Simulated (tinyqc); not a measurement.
Length of a molecular wire: coherent transport through a tight-binding bridge. Computed by the program tinyqc. 

A uniform bridge between two chains:
```
parameter                       value
site energy (eV)             0.150000
hopping in the bridge (eV)   0.720000
lead hopping (eV)            2.260000
couplings (eV)              1.08, 0.6
E (eV)                      -0.020000
```

T = Gamma_L Gamma_R |G_1n|^2 with the self-energies of semi-infinite chains.

Transmission against length:
```
sites           T     ln T
2      5.0072e-01  -0.6917
3      6.1719e-01  -0.4826
4      5.4709e-01  -0.6031
5      5.5522e-01  -0.5884
6      6.0772e-01  -0.4980
7      5.0640e-01  -0.6804
8      6.7105e-01  -0.3989
9      4.7550e-01  -0.7434
10     7.1629e-01  -0.3337
```

E lies inside the band of the bridge (|E - e|/2h = 0.118 < 1): T does not decay but oscillates with length, between 0.476 and 0.716 here, as levels of the bridge pass E.
